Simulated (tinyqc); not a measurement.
Worked calculation: self-heating of a transistor with one or more fingers, with temperature-dependent conductivity. Computed by tinyqc, a small Python program that keeps every step. Command: `OMP_NUM_THREADS=1 python tinyqc.py 3005042 3005043 out.jsonl selfheat walk`. One thread of a shared host (Intel(R) Xeon(R) Processor @ 2.30GHz), about 0.05 s of CPU time with the checks. Intermediate numbers are printed to about 6 digits and carried at full precision; extremes and crossings named in words are read from the listed rows.

N long parallel fingers lie on the top face of a slab whose bottom is held at T_0; the top is otherwise insulated, and heat flows in two dimensions. P in W/mm is 1000 P in W/m.

Inputs (values chosen for the exercise, modelled on gallium oxide): conductivity at the base temperature kappa_0 = 21.4 W/(m K); exponent m in kappa ~ T^-m = 1.26; base temperature T_0 = 300 K; power per gate width P = 0.097 W/mm; fingers N = 6; finger pitch s = 58 micrometre; width of the heat source w = 0.36 micrometre; substrate thickness t = 89 micrometre; phonon free path Lambda = 29 nm; heat capacity C = 3.26 1e6 J/(m^3 K); pulse length = 3 microsecond.

Power: fixed power.

## Geometry factors

A line source of power P on the top face raises the top at distance x by (P/(pi kappa_0)) g(x), g(x) = -ln tanh(pi x/(4 t)) (the image sum for the slab). On a strip of width w the centre sees the mean of g over the strip, g_0 = 1 + ln(8 t/(pi w)) for w much below t.

own factor g_0 = 7.44500

g(j s), j = 1..7: [0.752108, 0.259606, 0.092817, 0.033326, 0.011972, 0.004301, 0.001545]

## Linear temperature rise of each finger

theta_i = (P/(pi kappa_0)) [g_0 + sum over j != i of g(|i - j| s)], with equal powers and constant conductivity; thermal resistance = largest theta/P.

theta of each finger (K): [12.4007, 13.4685, 13.7950, 13.7950, 13.4685, 12.4007]

largest theta = 13.7950 K

thermal resistance = 142.217 K mm/W

The neighbours supply 22 % of the rise of the hottest finger, which runs 1.4 K above the outer ones.

## Correction for the falling conductivity

Kirchhoff transformation for kappa = kappa_0 (T/T_0)^-m: T = T_0 [1 - (m - 1) theta/T_0]^(-1/(m - 1)), where theta is the linear rise. The bracket vanishes at the power P T_0/((m - 1) theta).

peak temperature = 314.204 K

true rise = 14.2042 K

true rise / linear rise = 1.02966

power at which the formula diverges = 8.11329 W/mm

The falling conductivity adds 3.0 % to the rise.

## Extra rise from ballistic phonons

Near a source smaller than the free path, Fourier's law overstates the flow. Rough estimate: a strip that emits phonons into a half space adds a resistance times area of 4 Lambda/(3 kappa_0), from the ballistic flux C v Delta T/4 with kappa_0 = C v Lambda/3, so Delta T_b = 4 Lambda P/(3 kappa_0 w); Knudsen number Lambda/w.

Knudsen number = 0.0805556

ballistic rise Delta T_b = 0.486847 K

Delta T_b / largest theta = 0.0352915

By this estimate the ballistic term is at most a fifth of the Fourier rise.

## Rise at the end of a pulse

After switching on, theta(tau) = (P D/kappa_0) int_0^tau X(u) Z(u) du at the hottest finger, D = kappa_0/C; X = sum over fingers at distance x of [erf((x + w/2)/r) - erf((x - w/2)/r)]/(2 w), Z = sum_(j=-200..200) (-1)^j exp(-(2 j t/r)^2)/sqrt(pi D u), r = 2 sqrt(D u); trapezoid rule on 300 points evenly spaced in ln u from u_0 = 1e-3 min(tau, w^2/D) to tau, plus the exact piece 2 sqrt(u_0/(pi D))/w below u_0. Conductivity and power are held at their base values here, and Fourier's law is used even where the diffusion length is near a phonon free path.

diffusivity D = 6.56442 micrometre^2/microsecond

diffusion length sqrt(D tau) = 4.43771 micrometre

linear rise after the pulse = 6.6507 K

share of the steady rise = 0.4821

## Rise against time

The formulas are those given above.

Heating curve:
```
time (microsecond)  sqrt(D time) (micrometre)  rise (K)  share of the steady rise
0.0012                              0.0887542    1.2208                    0.0885
0.012                                0.280665    2.6917                    0.1951
0.12                                 0.887542    4.3309                    0.3139
1.2                                   2.80665    5.9898                    0.4342
12                                    8.87542    7.6507                    0.5546
60                                    19.8460    8.8704                     0.643
240                                   39.6921    10.619                    0.7698
720                                   68.7487    12.717                    0.9218
1800                                  108.701    13.697                    0.9929
```

Half the steady rise is reached between 1.2 and 12 microseconds, and the last row holds 99.3 % of it; the slowest time constant is 4 t^2/(pi^2 D) = 489 microseconds. While the diffusion length lies between w and the pitch or thickness, the rise grows as the logarithm of time; once it nears the pitch of 58 micrometre the neighbours add their heat.

Checks made by the program: g(s) against the alternating image sum (relative difference 2e-06); Kirchhoff integral of kappa/kappa_0 from T_0 to T (relative difference below 1e-10); long-time limit against the steady rise (relative difference 4e-05).
